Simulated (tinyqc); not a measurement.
## Scale length and length offset from two DIBL values

Problem. DIBL = exp(-Le/(2 l)) + 2 exp(-Le/l) with Le = L - dL. Find l, dL and the drawn length for a DIBL of 100 mV/V.

DIBL at drawn lengths 53 and 82 nm (mV/V): 90.694457  18.491865

Answer. With e = exp(-Le/(2 l)), 2 e^2 + e = DIBL gives e and so Le/l at each length; Le/l is a straight line in L with slope 1/l.

l = 9.800 nm
dL = 3.100 nm
length for 100 mV/V = 51.32 nm

Program tinyqc, `OMP_NUM_THREADS=1 python tinyqc.py 2002056 2002057 out.jsonl`; Intel Xeon 2.30GHz, shared host, one thread, about 0.01 s.
